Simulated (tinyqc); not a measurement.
Barrier height from two thicknesses.

Problem. Through a thick flat barrier T = c exp(-2 kappa t) with a prefactor c that does not depend on t, and kappa = sqrt(m1 phi1/C), C = hbar^2/(2 m0). Find kappa, the decades lost for each nanometre, c and phi1.

Values chosen for this exercise: tunnelling mass of layer 1 m1 = 0.5 m0.

Constants: q = 1.602176634e-19 C, hbar = 1.054571817e-34 J s, m0 = 9.1093837015e-31 kg, hbar^2/(2 m0) = 0.0380998212 eV nm^2. Results are converted to the units shown.

T at t = 0.9 and 1.8 nm: 3.1387087e-5  2.4628731e-10

Solution. The ratio of the two values removes c: kappa = ln(T_a/T_b)/(2 (t_b - t_a)).

kappa = 6.531 1/nm
decades a nanometre = 5.673
c = 4.000
phi1 = 3.250 eV

Program tinyqc, `OMP_NUM_THREADS=1 python tinyqc.py 2540009 2540010 out.jsonl`; Intel Xeon 2.30GHz, shared host, one thread, about 0.03 s.
